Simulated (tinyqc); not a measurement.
From wire to sheet: nanosheet or nanowire with hard walls, valleys of the Ge type.

Four ellipsoidal valleys along <111>: inverse mass tensor w = 1/mt + (1/ml - 1/mt) a a^T with a the unit axis. Device axes: x along the channel, z = [001], y = z x x. The Gamma and Delta valleys are left out; the heavy Delta valleys, about 0.18 eV up, lie lowest once the L levels pass about 0.2 eV.

Hard walls around a W x H rectangle. The block w_c of w in (y, z) confines; the transport mass follows from 1/m_x = w_xx - w_xc w_c^-1 w_cx. The cross-section problem c (w_yy ky^2 + 2 w_yz ky kz + w_zz kz^2), c = hbar^2/2m0, is solved in products sin(n pi y/W) sin(l pi z/H), n, l = 1 to 12; if w_yz = 0 the levels are c pi^2 (w_yy n^2/W^2 + w_zz l^2/H^2). The w_yz term couples (n, l) to (n', l') by -2 c w_yz D_nn'(W) D_ll'(H) with D_nm(L) = 4 n m/(L (n^2 - m^2)) for n + m odd and 0 otherwise.

Without degeneracy the line density is N1 exp((EF - Ec)/kB T) with N1 = sum 2 g sqrt(m_x kB T/(4 pi c)) exp(-E/kB T), here over n, l up to 80 where w_yz = 0 and over all levels of a 12 x 12 sine basis otherwise; the classical value is W H Nc with Nc = 2 g_all (m_dos kB T/(4 pi c))^(3/2), m_dos = (ml mt^2)^(1/3); dVt = kB T ln(W H Nc/N1).

Constants: hbar^2/2m0 = 3.80998211 eV angstrom^2; kB = 8.617333262e-05 eV/K.

Parameters, chosen for this exercise (near those of Ge; the results hold for these values, not for the real material): ml = 1.561 m0 (longitudinal mass); mt = 0.082 m0 (transverse mass); T = 77 K (temperature); g_all = 4 (number of valleys); channel = 110 (transport direction x on a (001) wafer); H = 54 angstrom (height, along z = [001]); Ws = (30, 40, 50, 65, 85, 110, 140) angstrom (widths).

Valleys:
```
group  valleys g      w_yy     w_zz   |w_yz|  m_x (m0)
A              2   4.49212  8.34362  5.44685   0.08200
B              2  12.19512  8.34362  0.00000   1.06800
```

Lowest level of each group (groups ordered by w_zz, then w_yy) and dVt against the width.

Results:
```
W (angstrom)  A1 (eV)  B1 (eV)  dVt (mV)
30             0.2343   0.6171     222.2
40             0.1646   0.3942     154.4
50             0.1379   0.2910     129.2
85             0.1152   0.1711     109.7
110            0.1117   0.1455     107.0
140            0.1099   0.1310     105.1
```

Give the missing row, W (angstrom) = 65.

Computed row:
```
W (angstrom)  A1 (eV)  B1 (eV)  dVt (mV)
65             0.1225   0.2161     115.5
```

dVt falls from 222 to 105 mV. Group A is lowest at every width, by 383 meV in the narrowest and 21 meV in the widest. At the widest W the lowest level is 0.1099 eV; the film limit c pi^2 w_zz/H^2 of that group is 0.1076 eV.

Computed by tinyqc, a small Python program: `OMP_NUM_THREADS=1 python tinyqc.py 1281715 1281716 out.jsonl` (the numbers bound the seed that draws the inputs); one thread of a shared host (Intel(R) Xeon(R) Processor @ 2.30GHz), about 0.2 s for the whole set of steps.
